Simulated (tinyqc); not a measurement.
Molecular dynamics of a small cluster by velocity Verlet steps: one step, computed by the program tinyqc. Command: `OMP_NUM_THREADS=1 python tinyqc.py 3028575 3028576 out.jsonl verlet walk`. One thread of a shared host (Intel(R) Xeon(R) Processor @ 2.30GHz), about 0.1 s of CPU time with the checks.

E = sum_i {sum_j A exp(-p (r_ij/r0 - 1)) - xi sqrt(rho_i)}, rho_i = sum_j exp(-2 q (r_ij/r0 - 1)); the force on i is -sum_j w_ij (R_i - R_j)/r_ij with w_ij = -(2p/r0) A exp(-p (r_ij/r0 - 1)) + (xi q/r0) exp(-2 q (r_ij/r0 - 1)) (rho_i^(-1/2) + rho_j^(-1/2)).

Task: State at the start. Velocity Verlet: a = c F/M with c = 9.648533212e-3 angstrom/fs^2 per eV/(angstrom u); R(new) = R + v dt + a dt^2/2; v(new) = v + (a + a(new)) dt/2. Kinetic energy K = M v^2/(2c); temperature T = 2K/((3N - 3) k_B), rotation of the cluster included.

Inputs (values chosen for the exercise, for model atoms):
```
quantity       value      unit
length r0       2.38  angstrom
repulsion A      0.1        eV
hopping xi      1.48        eV
decay p         10.4         -
decay q         2.43         -
atomic mass M    144         u
time step dt     5.9        fs
```

Potential: Gupta. Thermostat: none.

starting positions (angstrom):
```
            x      y      z
atom 1  -0.01  -0.05  -0.04
atom 2    2.2  -0.03  -0.04
atom 3   1.14   1.94   0.02
atom 4   1.16   0.66   1.82
atom 5   1.07   0.64  -1.83
```

starting velocities (angstrom/fs):
```
               x         y         z
atom 1   0.00071     9e-05   0.00065
atom 2   0.00037  -0.00171   0.00062
atom 3         0   0.00159  -0.00143
atom 4   0.00042    0.0005  -0.00087
atom 5  -0.00149  -0.00047   0.00103
```

Constants: 1 eV/(angstrom u) = 9.648533212e-03 angstrom/fs^2; k_B = 8.617333262e-05 eV/K.

Give: forces; potential energy; kinetic energy; temperature.

Result:

forces (eV/angstrom):
```
              x        y        z
atom 1   0.4605   0.4508   0.2792
atom 2  -0.2774   0.2366   0.0839
atom 3  -0.1100  -0.6657  -0.1378
atom 4  -0.1135  -0.1215  -0.8210
atom 5   0.0405   0.0997   0.5958
```

potential energy = -12.87 eV

kinetic energy = 0.1018 eV

temperature = 196.8 K
